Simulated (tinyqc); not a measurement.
Inside a calculation. Model: hot electrons in a saturated n-channel MOSFET, lucky-electron model.

Computed by the program tinyqc: `OMP_NUM_THREADS=1 python tinyqc.py 2550095 2550096 out.jsonl`, one thread of a shared Intel Xeon 2.30GHz, about 0.01 s for the whole run. Printed values are rounded.

Beyond pinch-off the lateral field grows as Esat cosh(y/l) over the velocity-saturated region (pseudo-two-dimensional model). Impact ionisation in this region gives the substrate current, which biases the body forward through Rsub. Currents are per width. Local-field laws: they overstate ionisation when the field peak is narrower than an energy relaxation length.

Parameters, values chosen for the exercise; values close to those of silicon n-channel devices:
- L = 1.2 um (channel length)
- tox = 25 nm (oxide thickness)
- xj = 490 nm (junction depth)
- VT = 0.56 V (threshold)
- mu = 320 cm^2/(V s) (effective mobility)
- vs = 8.4e6 cm/s (saturation velocity)
- Ai = 2e6 1/cm (ionisation prefactor)
- Bi = 1.62 MV/cm (ionisation field)
- Rd = 700 ohm um (resistance of the lightly doped drain)
- Rsub = 2300 ohm um (substrate resistance)
- kb = 0.5 (fall of VT per volt of forward body bias)
- lm = 7.9 nm (hot-electron mean free path)
- pb = 3.2 V (oxide barrier)
- Cg = 0.0019 (prefactor of the gate current)
- m = 3 (lifetime exponent)
- Hl = 730 s uA/um (lifetime constant)
- Vd = 5.4 V (drain voltage)
- Vg = 3.1 V (gate voltage)

Constants: eps0 = 8.8541878128e-14 F/cm where lengths are in cm. Results are converted to the units shown.

## Length and field scales

Cox = 3.9 eps0/tox, l = sqrt(3 tox xj), Esat = 2 vs/mu.

Cox = 0.138125 uF/cm^2
l = 191.703 nm
Esat = 0.0525 MV/cm
Esat L = 6.3 V

## Iteration 1: body bias from the substrate current

Vb at the start = 0 V

Cox = 3.9 eps0/tox. Overdrive g = Vg - VT + kb Vb; Vdsat = g Esat L/(g + Esat L); Id = Cox vs (g - Vdsat); dV = Vd - Id Rd - Vdsat; Em = sqrt((dV/l)^2 + Esat^2); Isub = Id (Ai/Bi) l Em exp(-Bi/Em). Vb(new) = Rsub Isub.

Vdsat = 1.81018 V
Id = 84.6775 uA/um
dV = 3.53054 V
Em = 0.191504 MV/cm
Isub = 0.0813293 uA/um
Vb after iteration 1 = 1.87057e-4 V

## Iteration 2: body bias from the substrate current

As before.

Vdsat = 1.81023 V
Id = 84.6828 uA/um
dV = 3.53049 V
Em = 0.191502 MV/cm
Isub = 0.0813241 uA/um
Vb after iteration 2 = 1.87045e-4 V

## Course of the iteration: body bias from the substrate current

Stop when Vb changes by less than 1e-9 V, or after 60 iterations.

Course of the iteration:
```
iteration      Vb (V)  |change| (V)
1          1.87057e-4       1.87e-4
2          1.87045e-4       1.20e-8
3          1.87045e-4      7.64e-13
```

Converged in 3 iterations. The change falls from 1.9e-4 in the first iteration to below the tolerance in the last.

## Gate current, lifetime and channel shortening

Id = 84.6828 uA/um
dV = 3.53049 V
Em = 0.191502 MV/cm
Isub = 0.0813241 uA/um

Ig = Cg Id exp(-pb/(lm Em)); lifetime tau = (Hl/Id)(Isub/Id)^(-m); length of the saturated region dL = l ln[(dV/l + Em)/Esat]. 1 year = 3.15576e7 s.

Isub/Id = 9.60338e-4
Ig = 1.04805e-4 pA/um
tau = 308.426 years
dL = 377.250 nm

The lifetime exceeds ten years. Integrating Ai exp(-Bi/E) over the cosh profile gives Isub/Id = 9.11e-4, so the closed form is 5.5 % above it.
